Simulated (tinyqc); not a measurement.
Worked calculation (part 1 of 2): Pariser-Parr-Pople SCF with singles CI, for the molecule Fc1ccc2ccoc2c1 (SMILES; centres numbered as the heavy atoms are written). Computed by tinyqc, a small Python program that keeps every step. Settings: charge = 0, gamma = Ohno, start = huckel, damping = 0.3, iteration cap = 61, excitations kept = 9. Command: `OMP_NUM_THREADS=1 python tinyqc.py 31799 31800 out.jsonl` (the two numbers bound the seeds that draw the settings). One thread of a shared host (Intel(R) Xeon(R) Processor @ 2.60GHz), about 0.01 s of CPU time with the checks. Later iterations appear only in the table of the cycle.

## PPP integrals

Centres (angstrom, eV; a flat drawing with bonds scaled to 1.40 angstrom):
```
centre          x          y  core charge z          W   gamma_rr
1F      -3.206000   0.690000              2  39.000000  21.400000
2C      -1.887000   0.221000              1  11.160000  11.130000
3C      -1.633000  -1.155000              1  11.160000  11.130000
4C      -0.314000  -1.624000              1  11.160000  11.130000
5C       0.752000  -0.715000              1  11.160000  11.130000
6C       2.140000  -0.899000              1  11.160000  11.130000
7C       2.743000   0.364000              1  11.160000  11.130000
8O       1.729000   1.328000              2  33.000000  21.500000
9C       0.498000   0.661000              1  11.160000  11.130000
10C     -0.822000   1.130000              1  11.160000  11.130000
```

Resonance integrals (eV):
```
i    j       beta
1    2  -2.100000
2    3  -2.390000
3    4  -2.390000
4    5  -2.390000
5    6  -2.390000
6    7  -2.390000
7    8  -2.240000
8    9  -2.240000
9   10  -2.390000
10   2  -2.390000
9    5  -2.390000
```

Ohno: gamma = 14.399645/sqrt(R^2 + a^2), a = 2 x 14.399645/(gamma_rr + gamma_ss); H_rr = -W_r - sum_(s != r) z_s gamma_rs; H_rs = beta for bonds.

repulsion gamma_rs (eV):
```
            1F         2C         3C         4C         5C         6C         7C         8O
1F   21.400000   8.693586   5.578854   3.781266   3.354786   2.549971   2.390640   2.867799
2C    8.693586  11.130000   7.556054   5.239807   4.668361   3.290974   2.994007   3.708111
3C    5.578854   7.556054  11.130000   7.554151   5.238603   3.602738   2.994047   3.370950
4C    3.781266   5.239807   7.554151  11.130000   7.551123   5.021971   3.721543   3.895050
5C    3.354786   4.668361   5.238603   7.551123  11.130000   7.553446   5.521135   5.924544
6C    2.549971   3.290974   3.602738   5.021971   7.553446  11.130000   7.555132   5.924508
7C    2.390640   2.994007   2.994047   3.721543   5.521135   7.555132  11.130000   8.704741
8O    2.867799   3.708111   3.370950   3.895050   5.924544   5.924508   8.704741  21.500000
9C    3.780979   5.238603   4.668704   5.239039   7.556054   5.520550   5.521171   8.700357
10C   5.579398   7.553336   5.239602   4.667830   5.238716   3.773198   3.721718   5.320158

            9C        10C
1F    3.780979   5.579398
2C    5.238603   7.553336
3C    4.668704   5.239602
4C    5.239039   4.667830
5C    7.556054   5.238716
6C    5.520550   3.773198
7C    5.521171   3.721718
8O    8.700357   5.320158
9C   11.130000   7.551409
10C   7.551409  11.130000
```

core matrix H (eV):
```
             1F          2C          3C          4C          5C          6C          7C          8O
1F   -80.445080   -2.100000    0.000000    0.000000    0.000000    0.000000    0.000000    0.000000
2C    -2.100000  -72.504536   -2.390000    0.000000    0.000000    0.000000    0.000000    0.000000
3C     0.000000   -2.390000  -65.913507   -2.390000    0.000000    0.000000    0.000000    0.000000
4C     0.000000    0.000000   -2.390000  -65.508094   -2.390000    0.000000    0.000000    0.000000
5C     0.000000    0.000000    0.000000   -2.390000  -73.046099   -2.390000    0.000000    0.000000
6C     0.000000    0.000000    0.000000    0.000000   -2.390000  -64.426969   -2.390000    0.000000
7C     0.000000    0.000000    0.000000    0.000000    0.000000   -2.390000  -65.379516   -2.240000
8O     0.000000    0.000000    0.000000    0.000000    0.000000    0.000000   -2.240000  -84.284017
9C     0.000000    0.000000    0.000000    0.000000   -2.390000    0.000000    0.000000   -2.240000
10C    0.000000   -2.390000    0.000000    0.000000    0.000000    0.000000    0.000000    0.000000

             9C         10C
1F     0.000000    0.000000
2C     0.000000   -2.390000
3C     0.000000    0.000000
4C     0.000000    0.000000
5C    -2.390000    0.000000
6C     0.000000    0.000000
7C     0.000000    0.000000
8O    -2.240000    0.000000
9C   -77.418204   -2.390000
10C   -2.390000  -70.704922
```

## Starting guess

pi electrons, sum of z_r less the charge = 12

Orbitals of the Hueckel matrix of the beta values.

P at the start:
```
            1F         2C         3C         4C         5C         6C         7C         8O
1F    1.673370   0.548018  -0.211817  -0.097746   0.185327  -0.045039  -0.107459   0.132266
2C    0.548018   1.028061   0.512453  -0.030149  -0.180534   0.088621   0.089825  -0.131522
3C   -0.211817   0.512453   1.123332   0.742661  -0.131269  -0.147417   0.146491   0.089460
4C   -0.097746  -0.030149   0.742661   1.022212   0.544134  -0.073400  -0.153397   0.051713
5C    0.185327  -0.180534  -0.131269   0.544134   1.145590   0.538154  -0.171423  -0.171833
6C   -0.045039   0.088621  -0.147417  -0.073400   0.538154   1.248241   0.683796  -0.307650
7C   -0.107459   0.089825   0.146491  -0.153397  -0.171423   0.683796   1.131322   0.624633
8O    0.132266  -0.131522   0.089460   0.051713  -0.171833  -0.307650   0.624633   1.306280
9C   -0.015843  -0.052237  -0.231644   0.065508   0.499388  -0.200674  -0.153293   0.563319
10C  -0.355191   0.605666   0.060695  -0.324857  -0.025336   0.096283  -0.086717  -0.170448

            9C        10C
1F   -0.015843  -0.355191
2C   -0.052237   0.605666
3C   -0.231644   0.060695
4C    0.065508  -0.324857
5C    0.499388  -0.025336
6C   -0.200674   0.096283
7C   -0.153293  -0.086717
8O    0.563319  -0.170448
9C    1.094372   0.547429
10C   0.547429   1.227221
```

## Iteration 1: Fock matrix

F_rr = H_rr + P_rr gamma_rr / 2 + sum_(s != r) P_ss gamma_rs; F_rs = H_rs - P_rs gamma_rs / 2; E = tr P (H + F) / 2 + core repulsion sum_(r<s) z_r z_s gamma_rs.

F (eV):
```
             1F         2C         3C         4C         5C         6C         7C          8O
1F   -19.008454  -4.482120   0.590849   0.184801  -0.310866   0.057425   0.128448   -0.189657
2C    -4.482120  -5.702077  -4.326060   0.078987   0.421399  -0.145824  -0.134469    0.243850
3C     0.590849  -4.326060  -5.008194  -5.195088   0.343834   0.265553  -0.219300   -0.150782
4C     0.184801   0.078987  -5.195088  -3.940046  -4.444410   0.184305   0.285437   -0.100712
5C    -0.310866   0.421399   0.343834  -4.444410  -4.542188  -4.422457   0.473224    0.509015
6C     0.057425  -0.145824   0.265553   0.184305  -4.422457  -5.037966  -4.973085    0.911337
7C     0.128448  -0.134469  -0.219300   0.285437   0.473224  -4.973085  -7.101754   -4.958636
8O    -0.189657   0.243850  -0.150782  -0.100712   0.509015   0.911337  -4.958636  -13.781584
9C     0.029951   0.136826   0.540740  -0.171600  -4.276702   0.553915   0.423179   -4.690538
10C    0.990876  -4.677398  -0.159009   0.758190   0.066363  -0.181647   0.161369    0.453406

            9C        10C
1F    0.029951   0.990876
2C    0.136826  -4.677398
3C    0.540740  -0.159009
4C   -0.171600   0.758190
5C   -4.276702   0.066363
6C    0.553915  -0.181647
7C    0.423179   0.161369
8O   -4.690538   0.453406
9C   -6.589846  -4.456929
10C  -4.456929  -5.981021
```

pi energy = -205.989915 eV

## Iteration 1: orbitals and new P

Diagonalise F (the basis is taken as orthonormal) and form P = 2 sum c c over the lowest orbitals; 0.3 of the old P is kept.

orbital energies (eV): [-20.436932, -18.213788, -13.330559, -11.677328, -10.275915, -9.410951, -0.586720, 0.750526, 1.878272, 4.610266]

P after iteration 1:
```
            1F         2C         3C         4C         5C         6C         7C         8O
1F    1.844883   0.366544  -0.162282  -0.054654   0.120178  -0.014108  -0.073196   0.066159
2C    0.366544   0.983679   0.555874   0.004279  -0.233551   0.039369   0.140571  -0.111789
3C   -0.162282   0.555874   1.090637   0.739126  -0.056298  -0.141120   0.071311   0.096901
4C   -0.054654   0.004279   0.739126   0.961465   0.546033  -0.021140  -0.166735   0.055027
5C    0.120178  -0.233551  -0.056298   0.546033   1.069384   0.522866  -0.102708  -0.176749
6C   -0.014108   0.039369  -0.141120  -0.021140   0.522866   1.114239   0.753017  -0.299139
7C   -0.073196   0.140571   0.071311  -0.166735  -0.102708   0.753017   1.140141   0.510434
8O    0.066159  -0.111789   0.096901   0.055027  -0.176749  -0.299139   0.510434   1.549883
9C   -0.005100  -0.039847  -0.253067   0.055068   0.545876  -0.110938  -0.252241   0.474952
10C  -0.244091   0.667049   0.012404  -0.335418  -0.027075   0.080964  -0.041621  -0.157943

            9C        10C
1F   -0.005100  -0.244091
2C   -0.039847   0.667049
3C   -0.253067   0.012404
4C    0.055068  -0.335418
5C    0.545876  -0.027075
6C   -0.110938   0.080964
7C   -0.252241  -0.041621
8O    0.474952  -0.157943
9C    1.085348   0.558717
10C   0.558717   1.160343
```

## Iteration 2: Fock matrix

As before.

F (eV):
```
             1F         2C         3C         4C         5C         6C         7C          8O
1F   -18.256135  -3.693291   0.452673   0.103330  -0.201586   0.017987   0.087493   -0.094865
2C    -3.693291  -5.442821  -4.490106  -0.011210   0.545150  -0.064781  -0.210436    0.207264
3C     0.452673  -4.490106  -5.454497  -5.181734   0.147461   0.254209  -0.106754   -0.163324
4C     0.103330  -0.011210  -5.181734  -4.735288  -4.451579   0.053083   0.310255   -0.107166
5C    -0.201586   0.545150   0.147461  -4.451579  -5.166855  -4.364720   0.283532    0.523578
6C     0.017987  -0.064781   0.254209   0.053083  -4.364720  -5.283184  -5.234572    0.886125
7C     0.087493  -0.210436  -0.106754   0.310255   0.283532  -5.234572  -6.710869   -4.461598
8O    -0.094865   0.207264  -0.163324  -0.107166   0.523578   0.886125  -4.461598  -12.785321
9C     0.009642   0.104370   0.590748  -0.144251  -4.452335   0.306219   0.696334   -4.306128
10C    0.680941  -4.909225  -0.032496   0.782838   0.070919  -0.152748   0.077451    0.420141

            9C        10C
1F    0.009642   0.680941
2C    0.104370  -4.909225
3C    0.590748  -0.032496
4C   -0.144251   0.782838
5C   -4.452335   0.070919
6C    0.306219  -0.152748
7C    0.696334   0.077451
8O   -4.306128   0.420141
9C   -6.347464  -4.499551
10C  -4.499551  -5.830511
```

pi energy = -208.600580 eV

## Iteration 2: orbitals and new P

As before.

orbital energies (eV): [-19.338704, -17.036325, -13.598018, -12.007295, -10.585014, -9.684069, -0.354913, 0.573063, 1.906134, 4.112195]

P after iteration 2:
```
            1F         2C         3C         4C         5C         6C         7C         8O
1F    1.914734   0.277166  -0.133052  -0.033230   0.088898  -0.005242  -0.054265   0.040481
2C    0.277166   0.966464   0.573407   0.010946  -0.254920   0.025537   0.153608  -0.103566
3C   -0.133052   0.573407   1.074970   0.737499  -0.036544  -0.133140   0.047446   0.098378
4C   -0.033230   0.010946   0.737499   0.953639   0.548621  -0.008206  -0.169467   0.055688
5C    0.088898  -0.254920  -0.036544   0.548621   1.051457   0.506878  -0.078635  -0.178858
6C   -0.005242   0.025537  -0.133140  -0.008206   0.506878   1.072627   0.785237  -0.289001
7C   -0.054265   0.153608   0.047446  -0.169467  -0.078635   0.785237   1.128692   0.464484
8O    0.040481  -0.103566   0.098378   0.055688  -0.178858  -0.289001   0.464484   1.641897
9C   -0.003280  -0.029239  -0.263253   0.045280   0.567338  -0.083825  -0.279853   0.438858
10C  -0.187678   0.693864  -0.001006  -0.340812  -0.019267   0.073957  -0.030200  -0.150103

            9C        10C
1F   -0.003280  -0.187678
2C   -0.029239   0.693864
3C   -0.263253  -0.001006
4C    0.045280  -0.340812
5C    0.567338  -0.019267
6C   -0.083825   0.073957
7C   -0.279853  -0.030200
8O    0.438858  -0.150103
9C    1.073702   0.563228
10C   0.563228   1.121820
```

## Iteration 3: Fock matrix

As before.

F (eV):
```
             1F         2C         3C         4C         5C         6C         7C          8O
1F   -17.964101  -3.304784   0.371138   0.062826  -0.149116   0.006683   0.064864   -0.058046
2C    -3.304784  -5.356457  -4.556347  -0.028677   0.595030  -0.042020  -0.229952    0.192016
3C     0.371138  -4.556347  -5.565345  -5.175588   0.095720   0.239835  -0.071027   -0.165814
4C     0.062826  -0.028677  -5.175588  -4.992655  -4.461353   0.020606   0.315340   -0.108454
5C    -0.149116   0.595030   0.095720  -4.461353  -5.376010  -4.304338   0.217076    0.529825
6C     0.006683  -0.042020   0.239835   0.020606  -4.304338  -5.375453  -5.356284    0.856094
7C     0.064864  -0.229952  -0.071027   0.315340   0.217076  -5.356284  -6.555240   -4.261606
8O    -0.058046   0.192016  -0.165814  -0.108454   0.529825   0.856094  -4.261606  -12.501654
9C     0.006201   0.076586   0.614526  -0.118613  -4.533419   0.231381   0.772559   -4.149111
10C    0.523566  -5.010496   0.002636   0.795427   0.050467  -0.139528   0.056197    0.399286

            9C        10C
1F    0.006201   0.523566
2C    0.076586  -5.010496
3C    0.614526   0.002636
4C   -0.118613   0.795427
5C   -4.533419   0.050467
6C    0.231381  -0.139528
7C    0.772559   0.056197
8O   -4.149111   0.399286
9C   -6.271233  -4.516584
10C  -4.516584  -5.795768
```

pi energy = -209.561335 eV

## Iteration 3: orbitals and new P

As before.

orbital energies (eV): [-18.893996, -16.702608, -13.672107, -12.116317, -10.678836, -9.787831, -0.318962, 0.534005, 1.902083, 3.980655]

P after iteration 3:
```
            1F         2C         3C         4C         5C         6C         7C         8O
1F    1.944118   0.231254  -0.116397  -0.022697   0.073228  -0.002694  -0.044068   0.029806
2C    0.231254   0.960622   0.581273   0.011136  -0.264035   0.021837   0.155512  -0.099154
3C   -0.116397   0.581273   1.066192   0.736382  -0.031645  -0.126900   0.039436   0.098603
4C   -0.022697   0.011136   0.736382   0.957110   0.550853  -0.006046  -0.169223   0.055431
5C    0.073228  -0.264035  -0.031645   0.550853   1.048378   0.494157  -0.069259  -0.180158
6C   -0.002694   0.021837  -0.126900  -0.006046   0.494157   1.060252   0.802079  -0.281507
7C   -0.044068   0.155512   0.039436  -0.169223  -0.069259   0.802079   1.116328   0.443582
8O    0.029806  -0.099154   0.098603   0.055431  -0.180158  -0.281507   0.443582   1.680230
9C   -0.003271  -0.023241  -0.268657   0.038776   0.578587  -0.075540  -0.285528   0.422060
10C  -0.157790   0.705612  -0.004422  -0.343516  -0.012495   0.070091  -0.027885  -0.145631

            9C        10C
1F   -0.003271  -0.157790
2C   -0.023241   0.705612
3C   -0.268657  -0.004422
4C    0.038776  -0.343516
5C    0.578587  -0.012495
6C   -0.075540   0.070091
7C   -0.285528  -0.027885
8O    0.422060  -0.145631
9C    1.065492   0.565210
10C   0.565210   1.101277
```

## Convergence

Stop when output and input P, before any damping, agree to 1e-7.

Course of the cycle:
```
iteration         E (eV)  largest |P(out) - P(in)|
1          -205.98991472                  3.48e-01
2          -208.60058039                  1.31e-01
3          -209.56133526                  6.56e-02
4          -209.90133918                  3.46e-02
5          -210.01928825                  1.85e-02
6          -210.05985729                  1.00e-02
7          -210.07381489                  5.47e-03
8          -210.07865817                  3.05e-03
9          -210.08036829                  2.09e-03
10         -210.08098887                  1.43e-03
11         -210.08122281                  9.79e-04
...                  ...                       ...
34         -210.08138799                  1.28e-06
35         -210.08138799                  9.78e-07
36         -210.08138799                  7.49e-07
37         -210.08138799                  5.73e-07
38         -210.08138799                  4.39e-07
39         -210.08138799                  3.36e-07
40         -210.08138799                  2.57e-07
41         -210.08138799                  1.97e-07
42         -210.08138799                  1.51e-07
43         -210.08138799                  1.15e-07
44         -210.08138799                  8.84e-08
```

Converged in 44 iterations.

## Converged orbitals

Charges are z - P_rr.

orbital energies (eV): [-18.498468, -16.499540, -13.688999, -12.178646, -10.722249, -9.887828, -0.297682, 0.523205, 1.872462, 3.927914]

coefficients:
```
          MO1        MO2        MO3        MO4        MO5        MO6        MO7        MO8
1F   0.948840  -0.109991  -0.186969   0.121546  -0.098167  -0.112996   0.073891   0.048483
2C   0.275979   0.066645   0.330947  -0.289842   0.279884   0.360452  -0.391306  -0.273503
3C   0.091040   0.071080   0.440825  -0.020788   0.551975  -0.109480  -0.144046   0.529905
4C   0.036432   0.128753   0.434937   0.237923   0.217841  -0.418428   0.491915  -0.301257
5C   0.024659   0.278540   0.362595   0.357586  -0.381641  -0.199796  -0.254687  -0.257969
6C   0.010629   0.227928   0.069332   0.540160  -0.086782   0.416740  -0.314992   0.005604
7C   0.012803   0.360799  -0.215463   0.357193   0.250999   0.420593   0.450650   0.194830
8O   0.030510   0.688019  -0.425582  -0.227737   0.272046  -0.279987  -0.186335  -0.261146
9C   0.048487   0.439703   0.158094  -0.253172  -0.476713  -0.123744   0.023778   0.567316
10C  0.098773   0.188179   0.288443  -0.425431  -0.206038   0.431328   0.419801  -0.238133

           MO9       MO10
1F    0.068629   0.054303
2C   -0.405094  -0.354363
3C    0.189229   0.371325
4C    0.099420  -0.413715
5C   -0.338570   0.480472
6C    0.551760  -0.257803
7C   -0.455774   0.083528
8O    0.177746   0.076165
9C   -0.102898  -0.373701
10C   0.341344   0.335692
```

pi charges: 1F 0.030938, 2C 0.035197, 3C -0.049522, 4C 0.027562, 5C -0.046207, 6C -0.059694, 7C -0.088499, 8O 0.280626, 9C -0.054693, 10C -0.075709

## Singles CI, singlets

Over the 9 single excitations with the smallest orbital gaps: A = (e_a - e_i) delta + 2 (ia|jb) - (ij|ab), with (pq|rs) = sum c_mp c_mq gamma_mn c_nr c_ns. f = 2/3 w |mu|^2 in atomic units, mu = sqrt2 sum c_ia sum_m c_mi c_ma R_m.

singlet CI matrix (eV):
```
           6>7        6>8        5>7        5>8        6>9        4>7        5>9        4>8
6>7   5.380383  -0.000143  -0.066292  -0.984194  -0.101315   0.019194  -0.230702   0.021006
6>8  -0.000143   5.725842   0.807012  -0.037272   0.064391  -0.184084   0.311589   0.224832
5>7  -0.066292   0.807012   5.735495   0.105126   0.433677  -0.019940  -0.189901  -0.466797
5>8  -0.984194  -0.037272   0.105126   6.400131  -0.114953   0.235387  -0.079676  -0.024026
6>9  -0.101315   0.064391   0.433677  -0.114953   7.002449   0.361073   0.020093   0.008690
4>7   0.019194  -0.184084  -0.019940   0.235387   0.361073   6.987372  -0.041882   0.007896
5>9  -0.230702   0.311589  -0.189901  -0.079676   0.020093  -0.041882   7.635887  -0.409581
4>8   0.021006   0.224832  -0.466797  -0.024026   0.008690   0.007896  -0.409581   7.649931
3>7   0.085989   0.006339   0.173731   0.111556  -0.123335  -0.176923  -0.408018  -0.193435

           3>7
6>7   0.085989
6>8   0.006339
5>7   0.173731
5>8   0.111556
6>9  -0.123335
4>7  -0.176923
5>9  -0.408018
4>8  -0.193435
3>7   8.312507
```

singlet excitation energies (eV): [4.728352, 4.747070, 6.203207, 6.798837, 7.076304, 7.159286, 7.482534, 8.071512, 8.562896]

oscillator strengths: [0.074298, 0.055508, 0.689097, 0.509188, 1.118139, 0.130091, 0.187316, 0.435953, 0.015035]
